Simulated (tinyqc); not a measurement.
Monte Carlo simulation of one carrier in a uniform electric field: one step, computed by the program tinyqc. Command: `OMP_NUM_THREADS=1 python tinyqc.py 3010130 3010131 out.jsonl mcfl walk`. One thread of a shared host (Intel(R) Xeon(R) Processor @ 2.30GHz), about 1 s of CPU time with the checks.

The force e F acts along +z. Flights end at the constant total rate Gamma; the part of Gamma that the real rates do not fill is self-scattering, which leaves k unchanged. One valley, no impurities; equivalent final valleys enter only through Z_f in the optical rate.

Problem. Flight 2. Parabolic band: E = hbar^2 k^2/(2 m), speed v = hbar k/m, states per spin, volume and energy g(E) = m k/(2 pi^2 hbar^2). Masses are multiplied by m_0 and all formulas are in SI units. Flight: t = -ln(r1)/Gamma; k_z grows by e F t/hbar; E follows from the band; dz = (E_end - E_start)/(e F). Use row 2 of the random numbers.

Inputs (values chosen for the exercise, modelled on holes in silicon): effective mass m = 0.509 m_0; lattice temperature T = 200 K; electric field F = 16 kV/cm.

Crystal: non-polar. Band: parabolic.

k after event 1, the start of the next flight (1/nm): [-0.6461805, -0.4801060, -0.5415891]

Random numbers (0.02 to 0.98, from up to 60 sets tried for early real events), one row a flight, columns r1, r2, r3, r4:
```
[[0.3038, 0.0330, 0.7791, 0.6017],
 [0.7053, 0.3936, 0.5834, 0.7316],
 [0.8353, 0.3805, 0.3944, 0.4229],
 [0.4590, 0.2054, 0.9675, 0.2741],
 [0.6595, 0.3708, 0.9775, 0.7179],
 [0.1034, 0.1720, 0.7573, 0.8801],
 [0.7849, 0.6152, 0.6109, 0.4919]]
```

Gamma = 22.47770 1e12/s

Constants: e = 1.602176634e-19 C; hbar = 1.054571817e-34 J s; m_0 = 9.1093837015e-31 kg.

Give: flight time t; k at the end of the flight; energy at the end; displacement dz.

Solution.

flight time t = 15.53 fs

k at the end of the flight (1/nm): [-0.6462, -0.4801, -0.5038]

energy at the end = 67.51 meV

displacement dz = -1.847 nm
